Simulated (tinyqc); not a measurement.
What moves the results: interface roughness in a thin film (subband fluctuation and scattering). A value that a table varies takes the place of the one given here.

Square well of width t, barriers V0, c = hbar^2/2m0: E1 solves k t + 2 atan[(k/mz)/(kappa/mb)] = pi, k = sqrt(mz E/c), kappa = sqrt(mb (V0 - E)/c). One interface is rough, so the subband edge fluctuates by G dt with G = |dE1/dt| (central difference of 0.01 angstrom; 2 E1/t for hard walls).

Gaussian roughness spectrum S(q) = pi D^2 Lc^2 exp(-q^2 Lc^2/4). Degenerate gas, taken to fill one subband (the second starts to fill once c kF^2/md exceeds E2 - E1, which is not tested here): kF = sqrt(2 pi Ns/gv), q = 2 kF sin(theta/2), 1/tau = (md/(2 pi c hbar)) G^2 times the integral from 0 to pi of S(q)(1 - cos theta)/eps(q)^2 dtheta, eps(q) = 1 + qs/q with screening (qs = gv md q0/(c eps), q0 = e^2/(4 pi eps0), form factors left out, which overstates the screening; other scattering is left out too, so these values lie far above measured mobilities in all but the thinnest films) or 1 without; mobility = tau c2/md with c2 = e/m0 = 1.75882e15 cm^2/(V s^2); 1e12/cm^2 = 1e-4/angstrom^2.

Constants: hbar^2/2m0 = 3.80998211 eV angstrom^2; hbar = 6.58211957e-16 eV s; e^2/(4 pi eps0) = 14.39964547 eV angstrom.

Parameters, chosen for this exercise (near those of a thin InGaAs channel; not measured data):
- mz = 0.046 m0 (confinement mass)
- V0 = 2.08 eV (barrier)
- mb = 0.26 m0 (barrier mass)
- md = 0.044 m0 (mass in the plane)
- gv = 1 (valleys)
- D = 3.8 angstrom (rms height of the roughness)
- Lc = 54 angstrom (correlation length)
- Ns = 1 x 1e12/cm^2 (sheet density)
- eps = 10.9 (mean dielectric constant at the channel)
- ts = (43, 55, 66, 78, 98, 125, 164) angstrom (thicknesses)
- t = 78 angstrom (film thickness)
- Ll = (4, 8, 14, 22, 35, 55, 90) angstrom (correlation lengths)

## The sixth-power law

Screened mobility against thickness for the finite barrier and for hard walls.

Results:

| t (angstrom) | E1 (meV) | G (meV/angstrom) | mobility (cm^2/(V s)) | the same, hard walls |
|---|---|---|---|---|
| 43 | 165.4 | 5.026 | 9.74e+03 | 582 |
| 55 | 118.8 | 2.991 | 2.75e+04 | 2.55e+03 |
| 66 | 91.8 | 2.007 | 6.11e+04 | 7.61e+03 |
| 78 | 71.8 | 1.377 | 1.30e+05 | 2.07e+04 |
| 98 | 50.6 | 0.808 | 3.77e+05 | 8.16e+04 |
| 125 | 34.3 | 0.448 | 1.23e+06 | 3.51e+05 |
| 164 | 21.8 | 0.226 | 4.80e+06 | 1.79e+06 |

With hard walls G goes as 1/t^3 and the mobility as t^6. With the finite barrier the local exponent is 4.22 at the thin end and 5.03 at the thick end, since the envelope leaks out and softens the dependence. The least value is 9.74e+03 cm^2/(V s). The gate field, which also presses carriers to the interface, is left out.

## Correlation length

Fixed D; bare and screened mobility.

Results:

| Lc (angstrom) | kF Lc | bare mobility (cm^2/(V s)) | screened mobility (cm^2/(V s)) |
|---|---|---|---|
| 4 | 0.10 | 3.34e+06 | 6.26e+06 |
| 8 | 0.20 | 8.53e+05 | 1.60e+06 |
| 14 | 0.35 | 2.96e+05 | 5.58e+05 |
| 22 | 0.55 | 1.37e+05 | 2.60e+05 |
| 35 | 0.88 | 7.55e+04 | 1.46e+05 |
| 55 | 1.38 | 6.40e+04 | 1.31e+05 |
| 90 | 2.26 | 1.06e+05 | 2.74e+05 |

The bare mobility is lowest at Lc = 55 angstrom of those listed (kF Lc = 1.38). The screened mobility is lowest at Lc = 55 angstrom of those listed (kF Lc = 1.38). Short roughness averages out (mobility as 1/Lc^2; the first two rows give exponent -1.97), and long roughness deflects only by small angles (bare mobility rising as Lc; the last two rows give 1.03).

## What each parameter does

G, G D, and the screened mobility. Each row changes one parameter from the base and keeps the others.

Results:

| case | G (meV/angstrom) | G D (meV) | mobility (cm^2/(V s)) |
|---|---|---|---|
| base | 1.377 | 5.23 | 1.299e+05 |
| t = 84 angstrom | 1.161 | 4.41 | 1.827e+05 |
| D = 4.94 angstrom | 1.377 | 6.80 | 7.684e+04 |
| Lc = 62 angstrom | 1.377 | 5.23 | 1.437e+05 |
| Ns = 1.6 x 1e12/cm^2 | 1.377 | 5.23 | 2.265e+05 |
| mz = 0.053 m0 | 1.313 | 4.99 | 1.427e+05 |
| md = 0.051 m0 | 1.377 | 5.23 | 1.057e+05 |
| V0 = 1.46 eV | 1.207 | 4.58 | 1.691e+05 |
| eps = 13.1 | 1.377 | 5.23 | 1.176e+05 |

The largest shifts from the base row, up to three for each result and ties (the steps differ in size, so this ranks the rows, not the parameters). G (meV/angstrom): t -0.216, V0 -0.170, mz -0.063; unchanged at the printed digits by D, Lc, Ns, md and eps. G D (meV): D +1.57, t -0.82, V0 -0.65; unchanged at the printed digits by Lc, Ns, md and eps. mobility (cm^2/(V s)): Ns +9.67e+04, D -5.30e+04, t +5.28e+04. In the base case G D is 0.096 times EF - E1 = 54.4 meV.

Program tinyqc; command `OMP_NUM_THREADS=1 python tinyqc.py 1251781 1251782 out.jsonl`; about 0.01 s on one thread of a shared Intel(R) Xeon(R) Processor @ 2.30GHz.
